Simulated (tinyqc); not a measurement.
Plasmons of a degenerate electron gas in the random-phase approximation, step by step. Values are carried at full precision from step to step, so a last printed digit may differ when a step is redone from the rounded ones.

Zero temperature, parabolic band: kF = (3 pi^2 n)^(1/3), EF = c kF^2/m, Ep^2 = 8 pi c e2 n/(m eb), qTF^2 = 6 pi e2 n/(eb EF), c = hbar^2/2m0, e2 = e^2/(4 pi eps0), n in 1/angstrom^3 (1e-24 per 1/cm^3).

Constants: hbar^2/2m0 = 3.80998211 eV angstrom^2; e^2/(4 pi eps0) = 14.39964547 eV angstrom; a0 (Bohr radius) = 0.5291772105 angstrom.

Parameters, chosen for this exercise (mass and background constant near those of GaSb; polar phonons, which mix with the plasmon in the real crystal, and the rise of the mass with filling are left out, as are the L valleys, which fill above about 0.08 eV; the results hold for these values, not for the real material):
```
symbol  value    unit        meaning
n       4.4e+18  1/cm^3      electron density
m       0.0389   m0          mass
eb      14.5                 background dielectric constant
q       0.0446   1/angstrom  wave vector
E       154      meV         energy transfer
qp      0.013    1/angstrom  wave vector of the plasmon
```

## Scales of the gas

Also rs = (3/(4 pi n))^(1/3) m/(a0 eb).

kF = 0.050694 1/angstrom
EF = 251.70 meV
Ep = 103.71 meV
qTF = 0.018089 1/angstrom
hbar vF = 9.9303 eV angstrom
rs = 0.192

Ep/EF = 0.412. With rs below 1 the random-phase approximation is within its range.

## The dielectric function at one point

Lindhard function: eps(q, E)/eb = 1 + (qTF/q)^2 (f1 + i f2) with z = q/(2 kF), u = E/(hbar vF q), hbar vF = 2 c kF/m; f1 = 1/2 + [h(z - u) + h(z + u)]/(8 z), h(x) = (1 - x^2) ln|(x + 1)/(x - 1)|; f2 = pi u/2 for z + u < 1, (pi/(8 z))(1 - (z - u)^2) for |z - u| < 1 < z + u, else 0. Pairs exist for c (q^2 - 2 q kF)/m < E < c (q^2 + 2 q kF)/m.

E in eV is E/1000. Give also the loss function Im(-eb/eps).

z, u: 0.4399  0.3477

f1, f2: 0.7819  0.5462

eps/eb = 1.129+0.090i
loss function = 0.070

The point lies inside the pair continuum, so eps has an imaginary part.

## The plasmon at one wave vector

Solve f1 (qTF/q)^2 = -1 above the continuum, and compare with E^2 = Ep^2 + (3/5)(hbar vF q)^2 + (c q^2/m)^2.

top of the continuum = 145.6 meV
plasmon energy = 152.3 meV
short formula = 145.0 meV

The plasmon lies 6.626 meV above the continuum and 46.8 % above Ep; the short formula errs by -4.77 %.

## Where Landau damping starts

Find qc at which the plasmon meets the top of the continuum, eps(qc, c (qc^2 + 2 qc kF)/m) = 0, and compare with Ep/(hbar vF).

qc = 0.01490 1/angstrom
qc/kF = 0.294
energy there = 169.7 meV
Ep/(hbar vF) = 0.01044 1/angstrom

The simple estimate is 0.701 times qc.

## Checks

- F-sum of the loss function at q = 1.3 qc over (pi/2) Ep^2 against 1: both 1.00.
- f1 at E = 0 and z = 0.6 against the static Lindhard function: both 0.86968.

Program tinyqc; command `OMP_NUM_THREADS=1 python tinyqc.py 1680883 1680884 out.jsonl`; about 0.01 s on one thread of a shared Intel(R) Xeon(R) Processor @ 2.30GHz.
